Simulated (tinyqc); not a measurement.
Inside a calculation. Method: CISD on RHF in the 6-311g basis, for He, spin multiplicity 1. One step of it, computed by the program tinyqc.

Question. CISD: determinants and Hamiltonian. Slater-Condon rules over spin orbitals, with the nuclear repulsion added and E(HF) subtracted on the diagonal.

one-electron integrals over orbitals h = C^T H C (hartree):
```
[[-1.943024, 0.277318, 0.173910],
 [0.277318, -0.343196, -0.333392],
 [0.173910, -0.333392, 4.176135]]
```

Two-electron integrals over orbitals (pq|rs), unique and non-zero (hartree):
```
(11|11) 1.026153    (21|11) -0.277318   (21|21) 0.146549    (22|11) 0.659589
(22|21) -0.113630   (22|22) 0.506646    (31|11) -0.173910   (31|21) 0.125599
(31|22) -0.078781   (31|31) 0.216548    (32|11) 0.229495    (32|21) -0.120916
(32|22) 0.102674    (32|31) -0.148688   (32|32) 0.127591    (33|11) 1.176980
(33|21) -0.380997   (33|22) 0.727303    (33|31) -0.386668   (33|32) 0.380658
(33|33) 1.599956
```

nuclear repulsion = 0 hartree

Hartree-Fock energy = -2.85989542 hartree

Give: determinants; H - E(HF) between determinants.

Answer.

Occupation strings over the orbitals (2 doubly, a alpha, b beta, 0 empty; spin orbitals ordered 1a 1b 2a 2b ...): 200 ab0 a0b ba0 b0a 020 0ab 0ba 002

H - E(HF) between determinants (hartree), order 200, ab0, a0b, ba0, b0a, 020, 0ab, 0ba, 002:
```
[[0.000, 0.000, 0.000, 0.000, 0.000, 0.147, 0.126, -0.126, 0.217],
 [0.000, 1.233, -0.104, -0.147, -0.126, 0.164, -0.121, -0.095, -0.149],
 [0.000, -0.104, 6.270, -0.126, -0.217, -0.121, -0.104, 0.149, -0.213],
 [0.000, -0.147, -0.126, 1.233, -0.104, -0.164, -0.095, -0.121, 0.149],
 [0.000, -0.126, -0.217, -0.104, 6.270, 0.121, 0.149, -0.104, 0.213],
 [0.147, 0.164, -0.121, -0.164, 0.121, 2.680, -0.231, 0.231, 0.128],
 [0.126, -0.121, -0.104, -0.095, 0.149, -0.231, 7.420, -0.128, 0.047],
 [-0.126, -0.095, 0.149, -0.121, -0.104, 0.231, -0.128, 7.420, -0.047],
 [0.217, -0.149, -0.213, 0.149, 0.213, 0.128, 0.047, -0.047, 12.812]]
```
